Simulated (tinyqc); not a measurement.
Input admittance of a MOSFET at zero drain bias: distributed channel and distributed gate: one step of the calculation.

Source and drain grounded, strong inversion, w = 2 pi f, Cox = eps0 eox/tox. The channel is an RC line of resistance 1/(mu Cox Vo) per square fed from both ends, so one finger has the intrinsic admittance y = i w Cox L tanh(g)/g per width, g = (1/2) sqrt(i w tau), tau = L^2/(mu Vo). The vertical resistance rv/L is in series with y, the overlaps 2 i w Cov in parallel: y_t = 1/(1/y + rv/L) + 2 i w Cov. The gate strip is a line of Rsh/L per length loaded by y_t, so a finger has Y = y_t Wf tanh(k)/k, k = (Wf/sd) sqrt(y_t Rsh/L); the device has Nf Y.

Task. Low-frequency resistances and capacitance. Low-frequency limits, with c = Cox L and ct = c + 2 Cov: R_strip = Rsh Wf/(3 sd^2 L Nf), R_ch = (c/ct)^2 L/(12 mu Cox Vo Wf Nf), R_vert = (c/ct)^2 rv/(L Wf Nf), C = ct Wf Nf.

Parameters, values chosen for the exercise; values of the order met in silicon radio-frequency transistors: relative permittivity of the gate insulator (close to zirconium oxide) eox = 25.7; insulator thickness tox = 9 nm; channel length L = 0.17 um; finger width Wf = 6.2 um; number of fingers Nf = 4; channel mobility mu = 360 cm^2/(V s); gate overdrive Vo = 0.36 V; sheet resistance of the gate Rsh = 10 ohm/square; vertical resistivity of the gate stack rv = 0 ohm um^2; number of ends at which a finger is contacted sd = 1; overlap and fringe capacitance on each side Cov = 0.27 fF/um.

Constants: eps0 = 8.8541878128e-14 F/cm where lengths are in cm. Results are converted to the units shown.

Find: parts; sum; C; 1/(2 pi R C).

Result.

parts (ohm): strip 30.392, channel 1.3759, vertical 0
sum = 31.768 ohm
C = 119.99 fF
1/(2 pi R C) = 41.754 GHz

The strip term is the largest, 95.7 % of the sum.

Numbers from tinyqc (`OMP_NUM_THREADS=1 python tinyqc.py 2262056 2262057 out.jsonl`; about 0.01 s on one thread of a shared Intel Xeon 2.30GHz).
